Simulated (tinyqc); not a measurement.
# Nudged elastic band on a two-dimensional model surface, step by step

A worked calculation. Computed by tinyqc, a small Python program that keeps every step. Command: `OMP_NUM_THREADS=1 python tinyqc.py 3026659 3026660 out.jsonl neb walk`. One thread of a shared host (Intel(R) Xeon(R) Processor @ 2.30GHz), about 0.2 s of CPU time with the checks. Intermediate numbers are printed to about 7 digits and carried at full precision; extremes and crossings named in words are read from the listed rows.

V(x, y) = -A (cos kx + cos ky) - B cos kx cos ky + (C sin ky + S sin kx)(1 - cos kx), k = 2 pi/a; the atom hops from the minimum at (0, 0) to that at (a, 0).

Inputs (values chosen for the exercise, for a model surface):

| quantity | value | unit |
|---|---|---|
| amplitude A | 0.27 | eV |
| amplitude B | -0.054 | eV |
| skew C | 0.082 | eV |
| asymmetry S | -0.035 | eV |
| period a | 2.7 | angstrom |
| movable images n | 7 | - |
| spring constant k_s | 0.39 | eV/angstrom^2 |
| step factor eta | 0.18 | angstrom^2/eV |
| iteration cap | 600 | - |

Surface: adatom on a square lattice. Climbing image: off.

## Stationary points

Newton steps x(new) = x - H^-1 grad V (moves limited to 0.3 angstrom) from (0, 0), (a, 0) and (a/2, 0) give the two minima and the saddle.

positions (angstrom):
```
               x          y
start   0.000000   0.000000
end     2.700000   0.000000
saddle  1.493235  -0.198137
```

energies (eV): start -0.4860000, end -0.4860000, saddle -0.0810499

barrier from the start = 0.4049501 eV

## Straight-line start

Images are spaced evenly on the line between the minima.

images at the start (angstrom):
```
              x       y
image 1  0.3375  0.0000
image 2  0.6750  0.0000
image 3  1.0125  0.0000
image 4  1.3500  0.0000
image 5  1.6875  0.0000
image 6  2.0250  0.0000
image 7  2.3625  0.0000
```

energies above the start (eV): 0.0560162  0.1810000  0.3264863  0.4320000  0.4109838  0.2510000  0.0705137

The highest image lies +0.0270 eV from the true barrier.

## Iteration 1

Tangent at image i: towards the higher neighbour if the energies rise or fall through i; at a maximum or minimum, tau = t+ dmax + t- dmin if V(i+1) > V(i-1), else t+ dmin + t- dmax, with t+ = R(i+1) - R(i), t- = R(i) - R(i-1) and dmax, dmin the larger and smaller of |V(i+1) - V(i)| and |V(i-1) - V(i)|; then normalise. Force F = -grad V + (grad V.tau) tau + k_s (|t+| - |t-|) tau. Update R(new) = R + eta F; the end points stay fixed.

unit tangents:
```
         x  y
image 1  1  0
image 2  1  0
image 3  1  0
image 4  1  0
image 5  1  0
image 6  1  0
image 7  1  0
```

forces (eV/angstrom):
```
                 x           y
image 1  0.0000000  -0.0558907
image 2  0.0000000  -0.1908227
image 3  0.0000000  -0.3257547
image 4  0.0000000  -0.3816453
image 5  0.0000000  -0.3257547
image 6  0.0000000  -0.1908227
image 7  0.0000000  -0.0558907
```

images after iteration 1 (angstrom):
```
                x          y
image 1  0.337500  -0.010060
image 2  0.675000  -0.034348
image 3  1.012500  -0.058636
image 4  1.350000  -0.068696
image 5  1.687500  -0.058636
image 6  2.025000  -0.034348
image 7  2.362500  -0.010060
```

## Iteration 2

The formulas are those given above.

unit tangents:
```
                 x           y
image 1  0.9974206  -0.0717781
image 2  0.9974206  -0.0717781
image 3  0.9995560  -0.0297951
image 4  0.9997600   0.0219092
image 5  0.9995560   0.0297951
image 6  0.9974206   0.0717781
image 7  0.9974206   0.0717781
```

forces (eV/angstrom):
```
                  x           y
image 1  -0.0043333  -0.0641431
image 2  -0.0121199  -0.1684161
image 3  -0.0073389  -0.2367404
image 4   0.0055458  -0.2530664
image 5   0.0072366  -0.2333100
image 6   0.0129591  -0.1800784
image 7   0.0049268  -0.0723896
```

images after iteration 2 (angstrom):
```
                x          y
image 1  0.336720  -0.021606
image 2  0.672818  -0.064663
image 3  1.011179  -0.101249
image 4  1.350998  -0.114248
image 5  1.688803  -0.100632
image 6  2.027333  -0.066762
image 7  2.363387  -0.023090
```

## All iterations

Start on the straight line; stop when the largest force is below 1e-4 or above 1e6 eV/angstrom.

Course of the band:

| iteration | highest image (eV) | largest force (eV/angstrom) |
|---|---|---|
| 1 | 0.4320000 | 3.816453e-01 |
| 2 | 0.4100253 | 2.531271e-01 |
| 3 | 0.4004554 | 1.651090e-01 |
| 4 | 0.3963788 | 1.100714e-01 |
| 5 | 0.3946336 | 7.770226e-02 |
| 6 | 0.3938705 | 5.422129e-02 |
| 7 | 0.3935231 | 3.912255e-02 |
| 8 | 0.3933537 | 2.931914e-02 |
| 9 | 0.3932623 | 2.148311e-02 |
| ... | ... | ... |
| 50 | 0.3929545 | 1.387035e-04 |
| 51 | 0.3929543 | 1.326591e-04 |
| 52 | 0.3929541 | 1.269034e-04 |
| 53 | 0.3929539 | 1.214207e-04 |
| 54 | 0.3929538 | 1.161965e-04 |
| 55 | 0.3929536 | 1.112172e-04 |
| 56 | 0.3929535 | 1.064699e-04 |
| 57 | 0.3929535 | 1.019425e-04 |
| 58 | 0.3929534 | 9.762377e-05 |

Band at the end:

| image | x (angstrom) | y (angstrom) | E (eV) |
|---|---|---|---|
| 0 | 0.000000 | 0.0000000 | 0.0000000 |
| 1 | 0.331421 | -0.0851726 | 0.0541756 |
| 2 | 0.667364 | -0.1512234 | 0.1665146 |
| 3 | 1.007925 | -0.1887657 | 0.2945453 |
| 4 | 1.350557 | -0.1991708 | 0.3929534 |
| 5 | 1.693141 | -0.1874004 | 0.3792732 |
| 6 | 2.034356 | -0.1562483 | 0.2345748 |
| 7 | 2.371439 | -0.0959695 | 0.0675473 |
| 8 | 2.700000 | 0.0000000 | 0.0000000 |

energy of the highest image = 0.3929534 eV

iterations = 58

largest force at the end = 9.762377e-05 eV/angstrom

Converged in 58 iterations. Without a climbing image the highest image lies 12.00 meV below the saddle.

## Plain band against climbing image

With a climbing image, the highest image feels instead F = -grad V + 2 (grad V.tau) tau and no spring. Images are counted without the end points, and convergence is judged on the largest force on an image. Each run starts on the straight line with the same k_s and eta, for at most 1500 iterations; errors are against the Newton saddle; a dash marks a run that did not reach 1e-4 eV/angstrom.

Error of the highest image (meV) and iterations:

| images | plain, error | plain, iterations | climbing, error | climbing, iterations |
|---|---|---|---|---|
| 2 | -62.262 | 27 | 0 | 54 |
| 3 | -12.021 | 23 | 0 | 50 |
| 4 | -11.041 | 26 | 0 | 82 |
| 5 | -11.993 | 36 | 0 | 85 |
| 6 | -1.788 | 48 | 0 | 105 |
| 8 | -0.059 | 70 | 0 | 77 |
| 10 | -0.201 | 89 | 0 | 156 |

The plain band underestimates the barrier by 0.06 to 62.26 meV, depending on how near an image falls to the saddle (worst for 2 images, best for 8). The climbing image is within about 0.001 meV in every converged run, so few images suffice for the barrier.
